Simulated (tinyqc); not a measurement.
From results back to parameters: k.p values derived from sp3s* tight binding at Gamma. Three cases, with inputs chosen for the exercise.

Problem. The electron mass obeys m0/m = A + Ep/EG, where A gathers the direct term and the higher bands, and Ep = P^2/c with c = hbar^2/2m0, P = (a/4)(sa pc Vsapc + sc pa Vscpa). The mass comes from a hidden Vscpa (s cation, p anion); sa, sc are the anion and cation parts of S+, the upper s level at Gamma, and pa, pc those of P-, the lower p level (P+ is the upper one).

Constants: hbar^2/2m0 = 3.80998211 eV angstrom^2.

Case 1.

Values chosen (out of a larger set: near a published set for Ge, fitted to gaps, whose masses and valley positions are rough; not measured data): a = 5.663 angstrom (lattice constant); Vsapc = 5.488 eV (s anion, p cation).

m = 0.0640952 m0
A = -1.77157
EG = 0.912000 eV

sa, sc, pa, pc: 0.707107  -0.707107  0.707107  -0.707107

Case 2.

Values chosen (out of a larger set: near a published set for Ge, fitted to gaps, whose masses and valley positions are rough; not measured data): a = 5.659 angstrom (lattice constant); Vsapc = 5.443 eV (s anion, p cation).

m = 0.0627840 m0
A = -1.77852
EG = 0.879000 eV

sa, sc, pa, pc: 0.707107  -0.707107  0.707107  -0.707107

Case 3.

Values chosen (out of a larger set: near a published set for SiC, fitted to gaps, whose masses and valley positions are rough; not measured data): a = 4.357 angstrom (lattice constant); Vsapc = 9.471 eV (s anion, p cation).

m = 0.5393324 m0
A = -2.63242
EG = 5.936350 eV

sa, sc, pa, pc: 0.654218  -0.756306  0.819462  -0.573134

Find: Ep; Vscpa.

Solution. Ep = (m0/m - A) EG gives |P|; both terms of P have the sign of sc pa, and the linear relation gives Vscpa. A is held fixed, though its part from P+ also depends on Vscpa.

Case 1.

Ep = 15.84 eV
Vscpa = 5.49 eV

Case 2.

Ep = 15.56 eV
Vscpa = 5.44 eV

Case 3.

Ep = 26.63 eV
Vscpa = 9.19 eV

Computed by tinyqc, one run a case: `OMP_NUM_THREADS=1 python tinyqc.py N N+1 out.jsonl` with N = 1452258, 1452282, 1452285; one thread of a shared Intel(R) Xeon(R) Processor @ 2.30GHz, about 0.01 s a run at most.
